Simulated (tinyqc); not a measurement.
Barrier width: Kronig-Penney superlattice by transfer matrices.

Wells (width a, potential 0, mass mw) alternate with barriers (width b, height V0, mass mb); period d = a + b; c = hbar^2/2m0. The vector (psi, psi'/m) is continuous, and a layer of thickness t carries it by M = [[cos kt, (m/k) sin kt], [-(k/m) sin kt, cos kt]] with k = sqrt(m (E - V)/c); for E < V, k = i kappa gives [[cosh, (m/kappa) sinh], [(kappa/m) sinh, cosh]] of kappa t. A Bloch state obeys cos(q d) = tr(Mb Mw)/2.

Constants: hbar^2/2m0 = 3.80998211 eV angstrom^2.

Inputs chosen for the exercise (near those of the light valleys of a Si film between layers of SiO2; the results hold for these values, not for the real material):
- a = 17 angstrom (well width)
- V0 = 3.104 eV (barrier height)
- mw = 0.194 m0 (mass in the wells)
- mb = 0.498 m0 (mass in the barriers)
- bs = (3, 4.5, 6, 7.8, 9.6, 12, 15) angstrom (barrier widths)

First miniband against b. m_z = -2 c f'/d^2 with f = tr M/2 at the bottom of the band. E1 is the level of the single well, kappa1 its decay constant in the barrier.

First miniband:

| b (angstrom) | bottom (eV) | top (eV) | W (meV) | ln W | m_z (m0) |
|---|---|---|---|---|---|
| 3.0 | 0.2609 | 0.3726 | 111.7 | 4.716 | 0.426 |
| 4.5 | 0.2929 | 0.3381 | 45.13 | 3.810 | 0.807 |
| 6.0 | 0.3061 | 0.3243 | 18.24 | 2.904 | 1.65 |
| 7.8 | 0.3121 | 0.3182 | 6.153 | 1.817 | 4.09 |
| 9.6 | 0.3141 | 0.3162 | 2.075 | 0.730 | 10.4 |
| 12.0 | 0.3149 | 0.3154 | 0.4873 | -0.719 | 37.2 |
| 15.0 | 0.3151 | 0.3152 | 0.07965 | -2.530 | 187 |

E1 = 0.3151 eV
kappa1 = 0.6038 1/angstrom

W falls from 111.7 to 0.08 meV, and both edges close in on E1. The slope of ln W is -0.6040 per angstrom over the first two rows and -0.6038 over the last two, against -kappa1 = -0.6038: the width follows one power of the tunnelling amplitude once the wells couple weakly. m_z grows by a factor 439.0. Layers under about 10 angstrom are at the limit of envelope theory.

(tinyqc, `OMP_NUM_THREADS=1 python tinyqc.py 1250806 1250807 out.jsonl`, Intel(R) Xeon(R) Processor @ 2.30GHz, 1 thread, shared host, about 0.2 s.)
